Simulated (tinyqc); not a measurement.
Phonon transmission through an interface between two chains by Green functions: one step, computed by the program tinyqc.

Two semi-infinite chains (masses m_1, m_2; springs k_1, k_2), motion along the chain. The central region holds the end atom of each chain and three interlayer atoms of mass m_b, joined by springs k_b. lambda = omega^2 in eV/(angstrom^2 u); nu = 15.6333042 THz x sqrt(lambda).

Task: Self-energies and the matrix at the probe frequency. In chain i, sin(q_i a/2) = nu/nu_max,i. An outgoing wave makes the next atom move as exp(i q_i a) times the end atom, so the lead adds the self-energy Sigma_i = -k_i exp(i q_i a) to the force-constant matrix; Gamma_i = -2 Im Sigma_i = 2 k_i sin(q_i a). A = lambda M - K - Sigma over the central atoms, with K_ii the sum of the springs at i, K_(i,i+1) = -k_b; G = inverse of A; transmission = Gamma_1 Gamma_2 |G_(first,last)|^2.

Inputs (values chosen for the exercise, for two model chains):

| quantity | value | unit |
|---|---|---|
| mass m_1 | 63.6 | u |
| spring k_1 | 2.96 | eV/angstrom^2 |
| mass m_2 | 188 | u |
| spring k_2 | 2.87 | eV/angstrom^2 |
| junction spring k_b | 1.04 | eV/angstrom^2 |
| interlayer mass m_b | 127 | u |

Atoms in the interlayer: three.

probe frequency = 1.352106 THz

band top of chain 1 = 6.745250 THz

band top of chain 2 = 3.863161 THz

Constants: nu for 1 eV/(angstrom^2 u) = 15.6333042 THz.

Give: q_1 a; q_2 a; Gamma_1; Gamma_2; A (complex symmetric).

Result:

q_1 a = 0.4036 rad

q_2 a = 0.7151 rad

Gamma_1 = 2.325 eV/angstrom^2

Gamma_2 = 3.764 eV/angstrom^2

A (complex symmetric) (eV/angstrom^2):
```
               end of 1  layer 1  layer 2  layer 3
end of 1  -0.802+1.163i    1.040    0.000    0.000
layer 1           1.040   -1.130    1.040    0.000
layer 2           0.000    1.040   -1.130    1.040
layer 3           0.000    0.000    1.040   -1.130
end of 2          0.000    0.000    0.000    1.040

               end of 2
end of 1          0.000
layer 1           0.000
layer 2           0.000
layer 3           1.040
end of 2  -0.337+1.882i
```
